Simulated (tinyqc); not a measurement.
## One-dimensional ballistic tunnel FET, two-band WKB: effect of temperature

A p-type source for x < 0 with its Fermi level at 0 and its valence edge at ds; in the channel the bands fall as D exp(-x/lam) towards their flat values, with the conduction edge at Ec = ds - dP and D = dP + Eg. The gate moves dP one to one. The drain Fermi level lies at -Vd and the drain side reflects nothing. For w = E - Ec between 0 and dP an electron crosses the gap. Two-band dispersion with equal masses m: inside the gap kappa = sqrt(m u (1 - u/Eg)/C), u the distance from a band edge, C = hbar^2/(2 m0).

S(w) = 2 lam int_0^Eg kappa(u) du/(w + Eg - u) = 2 pi lam sqrt(m/(C Eg)) [w + Eg/2 - sqrt(w (w + Eg))], T(w) = exp(-S). I = g (2 q^2/h) int_0^dP T(w) [f(E) - f(E + Vd)] dw, E = ds - dP + w, f(x) = 1/(1 + exp(x/Vt)). Swing = d(dP)/d(log10 I).

Values chosen for this exercise; band and dielectric values close to those of In0.53Ga0.47As:

| symbol | value | unit | meaning |
|---|---|---|---|
| Eg | 0.745 | eV | band gap |
| m | 0.053 | m0 | band-edge mass of the two-band model |
| lam | 2.3 | nm | screening length of the source junction |
| ds | 0.12 | eV | source valence edge above the source Fermi level |
| Vd | 0.3 | V | drain bias |
| g | 1 |  | number of degenerate subbands (spin apart) |
| dP | 0.35 | eV | tunnelling window Ev(source) - Ec(channel) |

Constants: q = 1.602176634e-19 C, kB = 1.380649e-23 J/K, hbar = 1.054571817e-34 J s, h = 6.62607015e-34 J s, m0 = 9.1093837015e-31 kg, Vt = kB T/q, hbar^2/(2 m0) = 0.0380998212 eV nm^2. Results are converted to the units shown.

Effect of temperature:
```
T (K)	I (uA)	swing (mV/decade)	Vt ln 10 (mV/decade)
77	0.6274	237.9	15.28
150	0.6340	240.3	29.76
200	0.6407	242.9	39.68
250	0.6486	246.1	49.61
300	0.6571	250.0	59.53
350	0.6654	254.2	69.45
400	0.6732	258.6	79.37
```

I rises from 0.627 to 0.673 uA, and the swing rises from 238 to 259 mV/decade, while the thermionic limit rises from 15.3 to 79.4 mV/decade. Gap and mass are held fixed.

Computed by the program tinyqc: `OMP_NUM_THREADS=1 python tinyqc.py 2620011 2620012 out.jsonl`, one thread of a shared Intel Xeon 2.30GHz, about 0.01 s for the whole run.
